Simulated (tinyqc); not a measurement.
# Worked calculation: double-gate transistor below threshold, two-dimensional Poisson equation on a small mesh

tinyqc, about 0.09 s, one thread, Intel Xeon 2.30GHz (shared host): `OMP_NUM_THREADS=1 python tinyqc.py 2480087 2480088 out.jsonl` Printed values are rounded.

Half of a symmetric double-gate structure: row 0 is the mid-plane of the body, where the normal field vanishes. Mobile charge is neglected (subthreshold), the body is fully depleted, and potentials are counted from the intrinsic level; rows run upward to the gate, columns from source to drain.

Values chosen for this exercise; semiconductor permittivity made up: temperature T = 400 K; relative permittivity of the semiconductor eps_r = 8.85; relative permittivity of the insulator eox = 9; half the body thickness tb = 4 nm; insulator thickness tox = 2.8 nm; channel length L = 19 nm; acceptor density of the depleted body Na = 0 cm^-3; potential of the source Vbi = 0.53 V; gate offset Vfb = 0.11 V; gate voltage Vg = -0.1 V; drain voltage Vd = 0.5 V.

Constants: q = 1.602176634e-19 C, kB = 1.380649e-23 J/K, Vt = kB T/q, eps0 = 8.8541878128e-14 F/cm where lengths are in cm. Results are converted to the units shown.

## Coefficients of the five-point equations

Mesh: rows i = 0..3 in the semiconductor (step hs = tb/3, row 3 on the interface), then 1 step(s) ho = tox/1 up to the gate row 4; columns j = 0..6 (step hy = L/6). Box integration, divided by eps0: up_i = eps hy/h of the interval above row i, dn_i = that of the interval below (0 for row 0), lat_i = (sum of eps h/2 over the intervals above and below)/hy, s_i = -q Na w_i hy/eps0 with w_i the semiconductor height of the box (hs/2 for row 0 and the interface row, hs between, 0 in the insulator). Each free node obeys (up + dn + 2 lat) psi = up psi(above) + dn psi(below) + lat [psi(left) + psi(right)] + s.

```
row        up        dn       lat  s (V)
0    21.01875         0  1.863158      0
1    21.01875  21.01875  3.726316      0
2    21.01875  21.01875  3.726316      0
3    10.17857  21.01875  5.842105      0
```

## Iteration 1: Gauss-Seidel sweep

psi at the start (fixed values on the edges, free nodes linear between source and drain columns) (V):
```
             j=0        j=1        j=2        j=3        j=4        j=5        j=6
row 0   0.530000   0.613333   0.696667   0.780000   0.863333   0.946667   1.030000
row 1   0.530000   0.613333   0.696667   0.780000   0.863333   0.946667   1.030000
row 2   0.530000   0.613333   0.696667   0.780000   0.863333   0.946667   1.030000
row 3   0.530000   0.613333   0.696667   0.780000   0.863333   0.946667   1.030000
row 4  -0.210000  -0.210000  -0.210000  -0.210000  -0.210000  -0.210000  -0.210000
```

Free nodes: rows 0..3, columns 1..5, taken row by row from row 0, left to right. t = (up psi(above) + dn psi(below) + lat [psi(left) + psi(right)] + s)/(up + dn + 2 lat), with the newest neighbours; psi(new) = t.

psi after iteration 1 (V):
```
             j=0        j=1        j=2        j=3        j=4        j=5        j=6
row 0   0.530000   0.613333   0.696667   0.780000   0.863333   0.946667   1.030000
row 1   0.530000   0.613333   0.696667   0.780000   0.863333   0.946667   1.030000
row 2   0.530000   0.613333   0.696667   0.780000   0.863333   0.946667   1.030000
row 3   0.530000   0.417903   0.454831   0.512061   0.572058   0.632432   1.030000
row 4  -0.210000  -0.210000  -0.210000  -0.210000  -0.210000  -0.210000  -0.210000
```

## Iteration 2: Gauss-Seidel sweep

As before.

psi after iteration 2 (V):
```
             j=0        j=1        j=2        j=3        j=4        j=5        j=6
row 0   0.530000   0.613333   0.696667   0.780000   0.863333   0.946667   1.030000
row 1   0.530000   0.613333   0.696667   0.780000   0.863333   0.946667   1.030000
row 2   0.530000   0.530333   0.587708   0.658001   0.730441   0.803203   1.030000
row 3   0.530000   0.344272   0.354889   0.398964   0.448701   0.545306   1.030000
row 4  -0.210000  -0.210000  -0.210000  -0.210000  -0.210000  -0.210000  -0.210000
```

## Course of the iteration: Gauss-Seidel sweep

Stop when the largest change of psi is below 1e-7 V, or after 400 iterations. Fixed values: gate row Vg - Vfb; column 0 at Vbi and the last column at Vbi + Vd in the semiconductor, each running linearly to Vg - Vfb across the insulator.

Course of the iteration:
```
iteration  psi at row 0, j = 3 (V)  largest |change| of one entry (V)
1                        0.7800000                              0.314
2                        0.7800000                              0.143
3                        0.7800000                             0.0955
4                        0.7295604                             0.0741
5                        0.6638588                             0.0724
6                        0.5972424                             0.0693
7                        0.5352194                             0.0620
8                        0.4792874                             0.0559
9                        0.4295077                             0.0498
...                            ...                                ...
99                      0.07345139                            2.82e-7
100                     0.07345115                            2.47e-7
101                     0.07345093                            2.16e-7
102                     0.07345074                            1.89e-7
103                     0.07345058                            1.65e-7
104                     0.07345043                            1.44e-7
105                     0.07345031                            1.26e-7
106                     0.07345020                            1.10e-7
107                     0.07345010                            9.62e-8
```

Converged in 107 iterations. At the end each change is about 0.87 times the one before: linear convergence.

## Barrier, swing and barrier lowering

converged psi (V):
```
             j=0        j=1        j=2        j=3        j=4        j=5        j=6
row 0   0.530000   0.238135   0.087677   0.073449   0.198026   0.504806   1.030000
row 1   0.530000   0.225600   0.075602   0.061145   0.181875   0.485445   1.030000
row 2   0.530000   0.185692   0.039496   0.024875   0.133309   0.423361   1.030000
row 3   0.530000   0.110662  -0.019935  -0.033211   0.052545   0.305152   1.030000
row 4  -0.210000  -0.210000  -0.210000  -0.210000  -0.210000  -0.210000  -0.210000
```

d psi/dVg on row 0: j=0 0.0000000, j=1 0.4126561, j=2 0.6435842, j=3 0.7136874, j=4 0.6435842, j=5 0.4126561, j=6 0.0000000
d psi/dVd on row 0: j=0 0.000000, j=1 0.027001, j=2 0.067859, j=3 0.143156, j=4 0.288556, j=5 0.560343, j=6 1.000000

The barrier is read along row 0, the path farthest from the gate. Take the node j of lowest psi: barrier Vbi - psi_j; swing Vt ln 10/(d psi_j/dVg); DIBL = (d psi_j/dVd)/(d psi_j/dVg). The derivatives solve the same equations with s = 0 and a unit change of that voltage.

j = 3
barrier = 0.4565506 V
swing = 111.2091 mV/decade
DIBL = 200.5868 mV/V

A mesh of 12, 8 and 80 steps (semiconductor, insulator, channel) gives a barrier of 0.493 V, a swing of 108 mV a decade and a DIBL of 134 mV/V; the small mesh puts the barrier 7.4 % below that.
